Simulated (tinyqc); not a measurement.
From results back to parameters: configuration-coordinate model of carrier capture at a defect. Three cases, with inputs chosen for the exercise.

Problem. For two parabolas of equal curvature the ionisation peak lies at ET + ER, the emission barrier is (ER + ET)^2/(4 ER), and the standard deviation of the band at T = 0 is sqrt(ER hw). The values come from hidden ET, ER and hw.

Find: ET, ER, hw; capture barrier.

Method. ER is the squared peak energy over four times the emission barrier; ET is the rest, hw = variance/ER, and the capture barrier is the emission barrier less ET.

Case 1.

ionisation peak = 1.1400 eV
emission barrier = 0.706304 eV
standard deviation at T = 0 = 0.143875 eV

Solution.

ET, ER, hw (eV): 0.680  0.460  0.045

capture barrier = 0.026 eV

Case 2.

ionisation peak = 2.3600 eV
emission barrier = 0.928267 eV
standard deviation at T = 0 = 0.229129 eV

Solution.

ET, ER, hw (eV): 0.860  1.500  0.035

capture barrier = 0.068 eV

Case 3.

ionisation peak = 1.4200 eV
emission barrier = 1.575312 eV
standard deviation at T = 0 = 0.130231 eV

Solution.

ET, ER, hw (eV): 1.100  0.320  0.053

capture barrier = 0.475 eV

Computed by tinyqc, one run a case: `OMP_NUM_THREADS=1 python tinyqc.py N N+1 out.jsonl` with N = 1450911, 1450941, 1450956; one thread of a shared Intel(R) Xeon(R) Processor @ 2.30GHz, about 0.01 s a run at most.
